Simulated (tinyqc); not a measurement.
Inside a calculation. Method: lattice vibrations of a chain. One step of it, computed by the program tinyqc.

Problem. Frequencies. omega^2 are the eigenvalues; wavenumber = 521.4708 sqrt(eigenvalue) 1/cm.

D(q) (eV/(angstrom^2 u)), lower triangle (Hermitian):
```
                     1                    2         3
1             0.383721
2  -0.323361-0.041987i             1.133550
3   0.034451-0.081348i  -0.177002-0.042359i  0.300592
```

Give: eigenvalues; wavenumbers; weights |e|^2 of the mass-weighted modes.

Solution.

eigenvalues: 0.165  0.367  1.287

wavenumbers (1/cm): 211.5  315.8  591.5

weights |e|^2 of the mass-weighted modes:
```
        mode 1  mode 2  mode 3
atom 1   0.435   0.451   0.114
atom 2   0.097   0.048   0.855
atom 3   0.468   0.501   0.031
```
